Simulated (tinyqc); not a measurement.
## Saddle-point parameters from gate and bias data

Problem. In a saddle-point contact at zero temperature mu - V0 = al (Vg - Vp), riser n is centred where this equals wy (n + 1/2), its largest slope is dg/dmu = pi/(2 wx) (neighbouring modes neglected), and in bias spectroscopy neighbouring risers meet at q V = wy. Find al, Vp and wx.

gate voltages at the middle of the first and second risers (V): [-1.8492771, -1.7878313]
largest dg/dVg on a riser = 24.143721 1/V
bias at which two neighbouring risers meet = 5.1 mV

Solution. The bias gives wy, the gate spacing then gives al = wy/(Vg2 - Vg1), and the slope gives wx = al pi/(2 dg/dVg).

lever arm al = 0.08300 eV/V
Vp = -1.880 V
wx = 5.400 meV

Computed by the program tinyqc: `OMP_NUM_THREADS=1 python tinyqc.py 2740047 2740048 out.jsonl`, one thread of a shared Intel Xeon 2.30GHz, about 0.03 s for the whole run.
